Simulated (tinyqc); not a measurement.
Two-dimensional electron gas with Rashba and Dresselhaus coupling: one step. Scales. Three cases, with inputs chosen for the exercise.

Problem. b1; mean Fermi wave vector k0 = sqrt(2 pi n) (1e11/cm^2 = 1e-5/angstrom^2); E0 = c k0^2/m; b3 = gam k0^2/4; kR = al m/(2c) and ER = al kR/2, the shift and depth of a pure Rashba band.

H = c k^2/m + al (ky sx - kx sy) + b1 (kx sx - ky sy) + gam kx ky (kx sy - ky sx), s the Pauli matrices, x = [100], c = hbar^2/2m0, b1 = gam (pi/L)^2 (hard walls). H = c k^2/m + B.s, so E = c k^2/m -/+ |B| and the lower state has its spin along -B.

Constants: hbar^2/2m0 = 3.80998211 eV angstrom^2.

Case 1.

Values chosen (of the size met in GaAs; not measured data): m = 0.0665 m0 (mass); al = 0.0085 eV angstrom (Rashba constant); gam = 9.3 eV angstrom^3 (bulk Dresselhaus constant); L = 102 angstrom (width of the (001) well); n = 15 1e11/cm^2 (sheet density (one subband filled)).

Case 2.

Values chosen (of the size met in GaN; not measured data): m = 0.2047 m0 (mass); al = 0.0025 eV angstrom (Rashba constant); gam = 0 eV angstrom^3 (bulk Dresselhaus constant); L = 121 angstrom (width of the (001) well); n = 3.7 1e11/cm^2 (sheet density (one subband filled)).

Case 3.

Values chosen (of the size met in InSb; not measured data): m = 0.0136 m0 (mass); al = 0.28 eV angstrom (Rashba constant); gam = 360.6 eV angstrom^3 (bulk Dresselhaus constant); L = 170 angstrom (width of the (001) well); n = 14 1e11/cm^2 (sheet density (one subband filled)).

Give: b1; k0; E0; b3; kR; ER.

Solution.

Case 1.

b1 = 0.008822 eV angstrom
k0 = 0.03070 1/angstrom
E0 = 53.997 meV
b3 = 0.002191 eV angstrom
kR = 7.418e-05 1/angstrom
ER = 0.0003153 meV

The ratio al/(b1 - b3) is 1.28; kR is 0.2 % of k0.

Case 2.

b1 = 0 eV angstrom
k0 = 0.01525 1/angstrom
E0 = 4.327 meV
b3 = 0 eV angstrom
kR = 6.716e-05 1/angstrom
ER = 8.395e-05 meV

There is no Dresselhaus term; kR is 0.4 % of k0.

Case 3.

b1 = 0.1231 eV angstrom
k0 = 0.02966 1/angstrom
E0 = 246.429 meV
b3 = 0.07930 eV angstrom
kR = 0.0004997 1/angstrom
ER = 0.06996 meV

The ratio al/(b1 - b3) is 6.39; kR is 1.7 % of k0.

Computed by tinyqc, one run a case: `OMP_NUM_THREADS=1 python tinyqc.py N N+1 out.jsonl` with N = 1451389, 1451430, 1451803; one thread of a shared Intel(R) Xeon(R) Processor @ 2.30GHz, about 0.01 s a run at most.
